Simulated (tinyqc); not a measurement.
# Which input was changed?

Model: quasi-harmonic thermal expansion with mode Grueneisen parameters. Computed by tinyqc, a small Python program. Command: `OMP_NUM_THREADS=1 python tinyqc.py 3015883 3015884 out.jsonl qha which`. One thread of a shared host (Intel(R) Xeon(R) Processor @ 2.30GHz), about 0.3 s of CPU time with the checks.

A crystal with two atoms a cell; per atom there are 1 transverse acoustic (TA), 1/2 longitudinal acoustic (LA) and 3/2 optical (O) modes. Every frequency of group i scales as nu_i (V/V0)^(-gamma_i). Each group has one frequency. Static energy: E = (9 V0 B0/16) [y^3 B' + y^2 (2 - 4 y)], y = (V0/V)^(2/3) - 1, with pressure P_s = (3 B0/2) (z^7 - z^5) [1 + (3/4)(B' - 4)(z^2 - 1)], z = (V0/V)^(1/3).

Inputs (values chosen for the exercise, for a model crystal): static volume V0 = 17.4 angstrom^3/atom; static bulk modulus B0 = 47.2 GPa; static B' = 4.25; frequency nu_TA = 6.75 THz; frequency nu_LA = 15.4 THz; frequency nu_O = 22 THz; Grueneisen parameter gamma_TA = -0.46; Grueneisen parameter gamma_LA = 0.79; Grueneisen parameter gamma_O = 0.95; temperature T = 80 K; step factor f = 0.8.

Acoustic groups: Einstein.

Constants: h x 1 THz = 4.135667696 meV; k_B = 8.617333262e-05 eV/K; 1 eV/angstrom^3 = 160.2176634 GPa.

Method:
- For a mode with x = h nu/(k_B T), n = 1/(exp(x) - 1): U = h nu (n + 1/2), C/k_B = x^2 n (n + 1); U_i and C_i sum these over group i with its weight per atom.
- Phonon pressure P_ph = sum_i gamma_i U_i/V.
- Start at V0 and step V(new) = V [1 + f (P_s + P_ph)/B0]; stop when |P_s + P_ph| < 1e-8 GPa, after 60 steps, or when V leaves 0.7 to 1.3 V0.
- B_T = -V d(P_s + P_ph)/dV at fixed T (central difference, step 1e-4 V); alpha_V = sum gamma_i C_i k_B/(B_T V), all at V(T); the linear coefficient is alpha_L = alpha_V/3.
- C_P - C_V = alpha_V^2 B_T V T; the optical frequency is nu_O (V/V0)^(-gamma_O).

Task: One of these inputs alone was changed, within the range given: static volume V0 (8.7 to 34.8); static bulk modulus B0 (23.6 to 94.4); frequency nu_O (11 to 44); Grueneisen parameter gamma_TA (-0.92 to -0.23). Which one, and to what value?

Results:
```
run     volume change from V0 (%)  linear expansion coefficient (ppm/K)  isothermal bulk modulus B_T (GPa)
before                   1.391426                            -0.7419455                           45.78815
after                    1.616107                            -0.8605460                           45.56650
```

Result:

Each candidate set to reproduce volume change from V0, and what it then gives:
```
candidate                           range searched  value needed  linear expansion coefficient (ppm/K)  isothermal bulk modulus B_T (GPa)
static volume V0 (angstrom^3/atom)     8.7 to 34.8         15.00                              -0.86055                             45.566
static bulk modulus B0 (GPa)          23.6 to 94.4         40.69                              -0.86055                             39.281
frequency nu_O (THz)                      11 to 44         25.84                              -0.74468                             45.556
Grueneisen parameter gamma_TA       -0.92 to -0.23  out of reach                                     -                                  -
```

Only static volume V0 fits every result: it went from 17.4 to 15.0 angstrom^3/atom. The next best candidate, frequency nu_O, misses one result by 13 %.
